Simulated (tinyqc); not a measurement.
Velocity against current: domain walls in a thin film with perpendicular anisotropy: Bloch, Neel and chiral walls, motion and stripe domains. Computed by tinyqc, a small Python program. Command: `OMP_NUM_THREADS=1 python tinyqc.py 3017975 3017976 out.jsonl mwall walk`. One thread of a shared host (Intel(R) Xeon(R) Processor @ 2.30GHz), about 0.01 s of CPU time with the checks.

One-dimensional wall: polar angle theta(x), azimuth phi of the moment in the wall (phi = 0 Neel, 90 degrees Bloch). mu_0 = 1.25663706212e-6 T m/A, gamma = 1.76085963023e11 rad/(s T).

Inputs (values chosen for the exercise, for a model film): saturation magnetisation M_s = 1100 kA/m; exchange stiffness A = 9.5 pJ/m; uniaxial anisotropy K_u = 1300 kJ/m^3; DMI constant D = 0.84 mJ/m^2; thickness t = 1.8 nm; damping alpha = 0.06; current density J = 0.097 1e12 A/m^2; spin Hall angle theta_SH = 0.11.

Drive: spin-orbit torque.

Constants: hbar = 1.054571817e-34 J s; e = 1.602176634e-19 C.

Method:
- K_eff = K_u - mu_0 M_s^2/2; Delta = sqrt(A/K_eff); sigma_0 = 4 sqrt(A K_eff); profile theta = 2 arctan exp(x/Delta); quality factor Q = 2 K_u/(mu_0 M_s^2).
- sigma(phi) = sigma_0 + 2 Delta K_D cos^2(phi) - pi D cos(phi), with the wall shape anisotropy K_D = N_x mu_0 M_s^2/2, N_x = t ln 2/(pi Delta). The minimum has cos(phi) = D/D_N for D < D_N = 4 Delta K_D/pi and phi = 0 beyond; sigma turns negative at D_c = (sigma_0 + 2 Delta K_D)/pi.
- Spin-orbit drive: B_SL = hbar theta_SH J/(2 e M_s t) acts as the field (pi/2) B_SL cos(phi). Steady state: v = (gamma Delta/alpha)(pi/2) B_SL cos(phi) = gamma Delta [B_D sin(phi) - (B_K/2) sin(2 phi)], B_K = 2 K_D/M_s, B_D = pi D/(2 M_s Delta); the root with phi between its rest value and 90 degrees; v saturates at v_D = gamma Delta B_D.

K_D = 71.9684 kJ/m^3

width parameter Delta = 4.19538 nm

azimuth phi = 0 degrees

saturation velocity v_D = 211.218 m/s

Steady motion:
```
J (1e12 A/m^2)  B_SL (mT)  phi (degrees)  v (m/s)  v at fixed rest phi (m/s)
0.02                0.366          3.527     7.06                        7.1
0.05                0.914          8.691    17.48                       17.7
0.10                1.828         16.605    33.89                       35.4
0.20                3.657         29.151    61.76                       70.7
0.50                9.142         49.890   113.91                      176.8
1.00               18.284         64.397   152.81                      353.6
2.00               36.567         75.222   180.39                      707.2
5.00               91.418         83.536   199.06                     1768.1
```

What follows from these numbers?

The linear law holds to 5 % in 3 of the eight rows; in the last row v is 94.2 % of v_D = pi gamma D/(2 M_s), which depends on neither alpha nor theta_SH. Caution: pinning, heating and tilting of the wall are left out.

Extremes, crossings and ranges named in words are read from the listed rows.
